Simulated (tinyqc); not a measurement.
X-ray reflectivity of a thin film on silicon: critical angles, Parratt recursion, fringes and roughness: one step, computed by the program tinyqc. Command: `OMP_NUM_THREADS=1 python tinyqc.py 3120584 3120585 out.jsonl xrr walk`. One thread of a shared host (Intel(R) Xeon(R) Processor @ 2.30GHz), about 0.01 s of CPU time with the checks.

n = 1 - delta + i beta; the classical electron radius is r_e = 2.8179403e-6 nm. Layer 0 is vacuum, 1 the film, 2 the substrate.

Task: Fringe period, contrast and decay. Far above the critical angle the period is d theta = lambda/(2 d), or 2 pi/d in q; the envelope runs between (|r_01| - |r_12 p|)^2 and (|r_01| + |r_12 p|)^2; contrast = 2 a b/(a^2 + b^2) with a = |r_01|, b = |r_12 p|; roughness factors on the amplitudes are about exp(-q^2 sigma^2/2).

Inputs (values chosen for the exercise, modelled on TaN on silicon, copper K-alpha radiation):

| quantity | value | unit |
|---|---|---|
| wavelength lambda | 0.15406 | nm |
| film thickness d | 67.6 | nm |
| roughness of the surface sigma_1 | 0.88 | nm |
| roughness of the interface sigma_2 | 0.31 | nm |

1000 r_01 = 36.86750-4.11847i

1000 r_12 = -54.40377+6.54935i

p = 0.1890159+0.2287092i

q = 4 pi sin(theta)/lambda = 1.410748 1/nm

Give: period in theta; period in q; contrast; roughness factor, surface; roughness factor, interface.

Result:

period in theta = 0.06529 degrees

period in q = 0.09295 1/nm

contrast = 0.7353

roughness factor, surface = 0.4627

roughness factor, interface = 0.9088
